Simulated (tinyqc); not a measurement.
Quantum-confined Stark effect in a modulator well, step by step. Values are carried at full precision from step to step, so a last printed digit may differ when a step is redone from the rounded ones.

Constants: hbar^2/2m0 = 3.80998211 eV angstrom^2; e^2/(4 pi eps0) = 14.39964547 eV angstrom; hc = 1239.841984 eV nm.

Values chosen for the exercise (near those of a Ge well in SiGe, direct gap; not measured data):
- L = 96 angstrom (well width)
- me = 0.0404 m0 (electron, well)
- mh = 0.216 m0 (heavy hole along z, well)
- F = 67 kV/cm (field)
- Vc = 0.364 eV (conduction offset)
- Vv = 0.117 eV (heavy-hole offset)
- meb = 0.0562 m0 (electron, barrier)
- mhb = 0.233 m0 (heavy hole, barrier)
- Eg = 0.856 eV (gap of the well)
- mp = 0.072 m0 (heavy hole in the plane)
- eps = 15.9 (dielectric constant)
- dE = 6 meV (operating point below the zero-field line)
- G = 4 meV (half width of the exciton line)

## Estimate for hard walls

Second order: each level moves by -C m (e F)^2 L^4/(2c), C = (15/pi^2 - 1)/(24 pi^2), c = hbar^2/2m0, 1 kV/cm = 1e-5 eV/angstrom. It holds while e F L is no more than about twice 3 c pi^2/(m L^2).

Estimate:
```
carrier     shift (meV)  e F L over the level spacing
electron          -0.44                          0.21
heavy hole        -2.37                          1.14
```

The hole, 5.3 times heavier, carries 84 % of the estimated shift; for hard walls second order errs by about 2 % at a ratio of 1 and 13 % at 3.

## Levels and envelopes

Envelopes on cells of 0.5 angstrom over the well |z| < L/2 and 45 angstrom of barrier on each side, psi = 0 beyond, psi'/m continuous (mean mass between points), c = hbar^2/2m0. The electron sees + e F z and the hole - e F z, each with its offset in the barriers; 1 kV/cm = 1e-5 eV/angstrom. Light holes, band mixing and escape by tunnelling are left out.

Ground levels, squared overlap and separation <z>_h - <z>_e without and with the field.

Results:
```
F (kV/cm)  E_e (meV)  E_h (meV)  overlap^2  separation (angstrom)
0              51.77      11.72      0.995                    0.0
67             49.99       5.59      0.775                   22.4
```

The electron level moves by -1.78 meV (4.0 times the hard-wall estimate, since it leaks into the barriers and sees a wider well) and the hole level by -6.13 meV (2.59 times).

## Exciton

Exciton: in-plane function exp(-rho/lam), 1/mu = 1/me + 1/mp, E(lam) = c/(mu lam^2) - (q/eps) times the integral over k of Fm(k)(1 + (k lam/2)^2)^(-3/2), Fm(k) the double integral of psi_e^2 psi_h^2 exp(-k |z - z'|), q = e^2/(4 pi eps0); binding Eb = -E at the minimum. Line at Eg + E_e + E_h - Eb, strength proportional to overlap^2/lam^2.

Minimise over lam without and with the field.

Results:
```
F (kV/cm)  lam (angstrom)  Eb (meV)  line (eV)      nm  overlap^2/lam^2 (1e-4/angstrom^2)
0                   226.9      3.83     0.9157  1354.0                             0.1932
67                  235.9      3.66     0.9079  1365.6                             0.1394
```

The weaker binding gives back 0.17 meV of the red shift, leaving 7.7 meV; the strength falls to 72 %.

## Contrast at the operating point

With a Gaussian line of half width G, the absorption at E_op = line(0) - dE is proportional to strength x exp(-ln2 ((E_op - line)/G)^2); continuum absorption is left out. Give it at both fields, relative to the zero-field peak.

E_op = 0.9097 eV
wavelength = 1363.0 nm

absorption without and with the field: [0.21, 0.63]

The field changes the absorption by +0.42 of the zero-field peak. The zero-field tail still absorbs here, since dE is no more than 2G, which costs insertion loss.

## Checks

- Zero-field levels against the matching condition of the square well, meV: largest difference 1.1e-01.
- Slope d(E_e + E_h)/dF against minus the separation (Hellmann-Feynman), angstrom: both -22.4.

Run: tinyqc, `OMP_NUM_THREADS=1 python tinyqc.py 1250925 1250926 out.jsonl`; Intel(R) Xeon(R) Processor @ 2.30GHz, one thread, shared host; about 0.09 s of CPU time with all checks.
